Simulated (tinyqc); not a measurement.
Cabrera-Mott growth of a thin oxide under its own electric field: one step, computed by the program tinyqc. Command: `OMP_NUM_THREADS=1 python tinyqc.py 3030754 3030755 out.jsonl cabrera walk`. One thread of a shared host (Intel(R) Xeon(R) Processor @ 2.30GHz), about 0.01 s of CPU time with the checks.

Electrons cross the film freely and set a fixed potential V across it; the field V/x lowers the barrier for ions entering the oxide.

Question. Limiting thickness. Growth counts as stopped when u exp(X1/x) falls to 1e-5 angstrom/s: x_L = X1/ln(1e-5/u), defined while u is below that rate; the critical temperature is T_c = W/(k_B ln(u0/1e-5)).

Inputs (values chosen for the exercise, for a model metal): barrier W = 1.69 eV; prefactor u0 = N Omega nu = 2.9e+13 angstrom/s; temperature T = 200 K.

Backward hops: ignored.

u = 7.520944e-30 angstrom/s

X1 = 178.7096 angstrom

Constants: k_B = 8.617333262e-05 eV/K.

Give: limiting thickness x_L; critical temperature T_c.

Answer.

limiting thickness x_L = 3.2173 angstrom

critical temperature T_c = 461.33 K
